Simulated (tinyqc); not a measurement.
# p-n diode, drift-diffusion by the Gummel loop with Scharfetter-Gummel fluxes: effect of the SRH lifetime of holes at fixed bias

Abrupt junction at x = 0, p side from -Lp, n side to Ln, ohmic contacts. psi is counted from the intrinsic level; n = ni exp((psi - phin)/Vt), p = ni exp((phip - psi)/Vt). Contacts: p side psi = V - Vt ln(Na/ni), p = Na, n = ni^2/Na; n side psi = Vt ln(Nd/ni), n = Nd, p = ni^2/Nd. Constant mobilities, D = mu Vt, Boltzmann statistics, SRH recombination through a mid-gap level, U = (n p - ni^2)/(tp (n + ni) + tn (p + ni)). Current is positive from the p contact to the n contact.

ni = sqrt(Nc Nv) exp(-Eg/(2 Vt)), Eg in volts. Poisson and both continuity equations are solved self-consistently with Scharfetter-Gummel fluxes on a graded mesh of 500 nodes. J_scr is q times the integral of U between -xp and xn. Ideal diffusion current J_id = q ni^2 [Dn coth(wp/Le)/(Le Na) + Dp coth(wn/Lh)/(Lh Nd)] (exp(V/Vt) - 1), Le = sqrt(Dn tn), Lh = sqrt(Dp tp), wp = Lp - xp, wn = Ln - xn, with xp and xn from the depletion approximation (W = sqrt(2 eps0 eps_r (Vbi - V)(1/Na + 1/Nd)/q), xp = W Nd/(Na + Nd), xn = W Na/(Na + Nd), Vbi = Vt ln(Na Nd/ni^2)). Ideality factor = 0.004 V/(Vt ln[J(V + 0.004 V)/J(V)]).

Values chosen for this exercise; band and dielectric values close to those of In0.53Ga0.47As:
```
symbol,value,unit,meaning
T,300,K,temperature
Eg,0.748,eV,band gap
eps_r,14,,relative permittivity
Nc,2.09e17,cm^-3,conduction-band density of states at T
Nv,7.73e18,cm^-3,valence-band density of states at T
Na,9.5e16,cm^-3,acceptor density of the p side
Nd,2.5e16,cm^-3,donor density of the n side
mun,7800,cm^2/(V s),electron mobility
mup,220,cm^2/(V s),hole mobility
tn,3e-8,s,SRH lifetime of electrons
Lp,1,um,length of the p side
Ln,6.9,um,length of the n side
G,0,cm^-3 s^-1,uniform generation rate
V,0.27,V,bias of the p contact
```

Constants: q = 1.602176634e-19 C, kB = 1.380649e-23 J/K, Vt = kB T/q, eps0 = 8.8541878128e-14 F/cm where lengths are in cm. Results are converted to the units shown.

Result of one run:
```
tp (s),J (A/cm^2),ideality factor,J_scr/J (%),J_id (A/cm^2),share recombining at the contacts (%),larger minority/doping at -xp and xn
1e-7,0.0544,1.01,0.982,0.0540,98.4,3.66e-5
```

What becomes of these results when the SRH lifetime of holes tp is changed from 1e-7 to 1e-8 s, all else the same?

Result of the changed run:
```
tp (s),J (A/cm^2),ideality factor,J_scr/J (%),J_id (A/cm^2),share recombining at the contacts (%),larger minority/doping at -xp and xn
1e-8,0.0571,1.02,3.43,0.0553,92.9,3.64e-5
```

The whole series:
```
tp (s),J (A/cm^2),ideality factor,J_scr/J (%),J_id (A/cm^2),share recombining at the contacts (%),larger minority/doping at -xp and xn
1e-11,0.194,1.25,44.3,0.126,27.3,2.49e-5
1e-10,0.103,1.12,27.4,0.0761,51.1,3.27e-5
1e-9,0.0676,1.05,11.1,0.0603,78.1,3.56e-5
1e-8,0.0571,1.02,3.43,0.0553,92.9,3.64e-5
1e-7,0.0544,1.01,0.982,0.0540,98.4,3.66e-5
1e-6,0.0538,1.00,0.281,0.0538,99.6,3.66e-5
1e-5,0.0537,1.00,0.0842,0.0538,99.8,3.66e-5
```

As tp rises from 1e-11 to 1e-5, J falls from 0.194 to 0.0537 A/cm^2, the share of the depleted layer falls from 44.3 to 0.0842 % and the share lost at the contacts rises from 27.3 to 99.8 %. The exponent d ln J/d ln tp is -0.27 between the first two rows and 0.00 between the last two. J less J_scr is 0.29 % below J_id in the last row.

Computed by the program tinyqc: `OMP_NUM_THREADS=1 python tinyqc.py 2240075 2240076 out.jsonl`, one thread of a shared Intel Xeon 2.30GHz, about 0.2 s for the whole run.
